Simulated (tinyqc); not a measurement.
Ellipsometry and reflectance of a transparent film on an absorbing substrate: one step of the calculation.

Air (index 1), film, substrate with N2 = n2 - i k2; time factor exp(+i w t). q_j = sqrt(N_j^2 - sin^2 th), root with positive real part. Fresnel coefficients r_s = (q_a - q_b)/(q_a + q_b), r_p = (N_b^2 q_a - N_a^2 q_b)/(N_b^2 q_a + N_a^2 q_b). tan(Psi) exp(i Delta) = R_p/R_s, Delta taken from 0 to 360 degrees.

Question. Interface coefficients and thickness period. q0, q1, q2 and the coefficients r01 and r12 for p and s; the results repeat in d with the period lam/(2 q1).

Values chosen for this exercise; indices close to those of silicon dioxide on silicon: wavelength lam = 632.8 nm; angle of incidence th = 70 degrees; index of the transparent film n1 = 1.471; index of the substrate n2 = 3.882; extinction coefficient of the substrate k2 = 0.019.

Wanted: q0; q1; q2; r01,p; r01,s; r12,p; r12,s; period.

Answer.

q0 = 0.34202
q1 = 1.1317
q2 = 3.7666-0.0196i
r01,p = -0.20924
r01,s = -0.53585
r12,p = 0.35330-0.00201i
r12,s = -0.53791+0.00185i
period = 279.57 nm

Program tinyqc, `OMP_NUM_THREADS=1 python tinyqc.py 2870192 2870193 out.jsonl`; Intel Xeon 2.30GHz, shared host, one thread, about 0.01 s.
